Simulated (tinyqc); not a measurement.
Resonant-tunnelling diode, transfer matrices and Tsu-Esaki current: two steps of the calculation.

Emitter (band edge 0), barrier d1, well Lw, barrier d2, collector (edge -V). The bias drops linearly over these layers and none in the contacts; each layer is cut into ns equal slices, flat at the value of their centres. E is the energy of motion across the layers, C = hbar^2/(2 m0), psi and psi'/m are continuous. Transport is coherent, T(E) is taken as independent of the transverse momentum, and charge in the well is ignored.

Values chosen for this exercise; masses and offsets of a made-up heterostructure: temperature T = 300 K; mass in the well, spacer and contacts mw = 0.32 m0; Fermi energy of both contacts above their band edges Ef = 0.09 eV; bias of the collector V = 0.26 V.

Constants: q = 1.602176634e-19 C, kB = 1.380649e-23 J/K, hbar = 1.054571817e-34 J s, m0 = 9.1093837015e-31 kg, Vt = kB T/q. Results are converted to the units shown.

Task 1. Breit-Wigner parameters from a parabola through 1/T(E). Near a resonance 1/T(E) = (1/Tp) [1 + (2 (E - Er)/G)^2]. With y = 1/T(E) at E0 - h, E0, E0 + h: a = (y1 + y3 - 2 y2)/(2 h^2), b = (y3 - y1)/(2 h), Er = E0 - b/(2 a), 1/Tp = y2 - b^2/(4 a), G = 2 sqrt(1/(Tp a)), tau = hbar/G.

three energies (eV): [0.080586, 0.081236, 0.081886]
T(E) at these energies: [0.49279696, 0.65889760, 0.35282441]

Find: Er; Tp; G; tau.

Result 1.

Er = 0.08109 eV
Tp = 0.6787
G = 1.650 meV
tau = 398.8 fs

The true maximum of T(E) lies at 0.081090 eV with height 0.6797 and full width 1.643 meV; the fitted G is 0.43 % above that width.

Task 2. Current from the resonance alone. J = J0 times the integral over E > 0 of T(E) N(E), N = ln[(1 + exp((Ef - E)/Vt))/(1 + exp((Ef - V - E)/Vt))], J0 = q^2 mw m0 kB T/(2 pi^2 hbar^3) (times 1e-4 for A/cm^2 per eV). For a sharp resonance J = J0 (pi G/2) Tp N(Er), with Er the peak energy, Tp the peak transmission and G the full width at half maximum (in eV). The three values given are estimates from a parabola through three points of 1/T(E).

Er = 0.081092883 eV
Tp = 0.67871470
G = 1.6504829 meV

Find: J0; N(Er); J.

Result 2.

J0 = 1.339e8 A/(cm^2 eV)
N(Er) = 0.8801
J = 207.3 kA/cm^2

The full integral over T(E) gives 204.5 kA/cm^2; the value above is 1.4 % above it.

Program tinyqc, `OMP_NUM_THREADS=1 python tinyqc.py 2600029 2600030 out.jsonl`; Intel Xeon 2.30GHz, shared host, one thread, about 0.08 s.
